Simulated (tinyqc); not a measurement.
# Finite-size error of a charged defect in a periodic cell: Madelung and Makov-Payne terms, step by step

A worked calculation. Computed by tinyqc, a small Python program that keeps every step. Command: `OMP_NUM_THREADS=1 python tinyqc.py 3019302 3019303 out.jsonl imagecharge walk`. One thread of a shared host (Intel(R) Xeon(R) Processor @ 2.30GHz), about 0.02 s of CPU time with the checks. Intermediate numbers are printed to about 6 digits and carried at full precision; extremes and crossings named in words are read from the listed rows.

L is the cube root of the cell volume. The defect charge is a Gaussian, rho(r) = q (2 pi sigma^2)^(-3/2) exp(-r^2/2 sigma^2), repeated periodically in a uniform neutralising background and screened by a continuum. The model cell energy is E(L) = E_0 + [periodic - isolated electrostatic energy].

Inputs (values chosen for the exercise, for a model host): charge q = -3 e; cell length L = 13.9 angstrom; dielectric constant eps = 18.7; width sigma of the defect charge = 1.6 angstrom; formation energy of the isolated defect E_0 = 5.417 eV.

Supercell lattice: sc. Screening: isotropic.

scatter added to the six cells, standing for numerical noise (meV): [-7.1, 0.43, -0.48, -2.2, -0.84, -0.36]

Constants: e^2/(4 pi eps_0) = 14.39964548 eV angstrom.

## The cell

Cell vectors: (1,0,0), (0,1,0), (0,0,1), scaled to volume L^3.

cell vectors (rows) (angstrom):
$$\begin{pmatrix}
13.9 & 0.0 & 0.0 \\
0.0 & 13.9 & 0.0 \\
0.0 & 0.0 & 13.9
\end{pmatrix}$$

nearest image = 13.9 angstrom

## Madelung energy

Ewald sum for a unit point charge: scale each Cartesian component of the cell by 1/sqrt(eps_i), giving R', G' and V'; E = [ (1/2) sum erfc(eta R')/R' + (2 pi/V') sum exp(-G'^2/4 eta^2)/G'^2 - eta/sqrt(pi) - pi/(2 V' eta^2) ] e^2/(4 pi eps_0) / sqrt(eps_x eps_y eps_z), over n_i = -6..6, omitting n = (0,0,0), eta = 2/V'^(1/3). alpha = -2 E eps_g L/(e^2/(4 pi eps_0)), eps_g = (eps_x eps_y eps_z)^(1/3).

terms for a unit charge (eV): real space 0.0007924, reciprocal 0.0048820, self -0.0625101, background -0.0217548

Madelung constant alpha = 2.83730

point-charge correction -q^2 E = 0.707315 eV

## Energy of the smeared charge in the cell

Periodic energy of the Gaussian: (2 pi q^2/V) sum_(G != 0) exp(-sigma^2 G^2)/(G.eps.G) x e^2/(4 pi eps_0), n_i = -k..k with k = max(9, L/sigma rounded up). Isolated energy: q^2/(2 sqrt(pi) sigma) <1/(n.eps.n)> e^2/(4 pi eps_0), the mean over directions n, here 1/eps.

periodic energy = 0.556071 eV

isolated energy = 1.22188 eV

finite-size error = -0.665807 eV

E(L) = 4.75119 eV

## Makov-Payne correction

Second radial moment Q = q <r^2> = 3 q sigma^2; E(corrected) = E(L) + q^2 alpha e^2/(4 pi eps_0)/(2 eps L) - 2 pi q Q e^2/(4 pi eps_0)/(3 eps L^3). Errors left are the corrected energies less E_0.

Q = -23.04 e angstrom^2

third-order term = -0.0415076 eV

error left after the first term = 0.0415076 eV

error left after both terms = 0 eV

third-order over first-order term, in size = 0.0586834

The point-charge term alone overcorrects by 0.0415 eV, 6 % of itself; both terms together are exact to 1e-7 eV, since the clouds do not overlap.

## A series of cells

Cells of the same shape with L scaled by 0.7, 0.85, 1, 1.25, 1.5 and 2; the scatter is added to E(L). The point-charge correction scales as 1/L from its value at the input L.

Scaling data:
```
L (angstrom)  1/L (1/angstrom)  E(L) (eV)  E(L) + point-charge correction (eV)
9.730                 0.102775    4.52043                              5.53088
11.815                0.084638    4.65288                              5.48502
13.900                0.071942    4.75071                              5.45803
17.375                0.057554    4.87020                              5.43605
20.850                0.047962    4.95692                              5.42846
27.800                0.035971    5.06817                              5.42183
```

## Ways to reach the isolated limit

Least-squares fits of E(L) to a + b/L, a + c/L^3 or a + b/L + c/L^3; the estimate is a, and errors are against E_0.

Estimates of E_0:
```
way                              estimate (eV)  error (meV)
largest cell, uncorrected              5.06817     -348.829
largest cell, point-charge term        5.42183        4.828
1/L fit, three smallest                5.28606     -130.938
1/L fit, all six                       5.35027      -66.735
1/L^3 fit, all six                     5.00033     -416.666
1/L and 1/L^3, three smallest          5.35308      -63.918
1/L and 1/L^3, all six                 5.41019       -6.808
corrected data, 1/L^3 fit              5.41730        0.302
```

coefficient b of the full fit = -9.66403 eV angstrom

Best here: corrected data, 1/L^3 fit (+0.3 meV); worst: 1/L^3 fit, all six (-417 meV). The fitted b is 98.3 % of the Madelung value -q^2 alpha e^2/(8 pi eps_0 eps_g), so such a fit also measures the screening. The three-term fit to three small cells has no spare point and magnifies the scatter. A pure 1/L fit lands below E_0, because the positive 1/L^3 term flattens the small-cell points.

Checks made by the program: the same sum with another eta (relative difference below 1e-10); both terms against the exact model when the clouds do not overlap (relative difference below 1e-10).
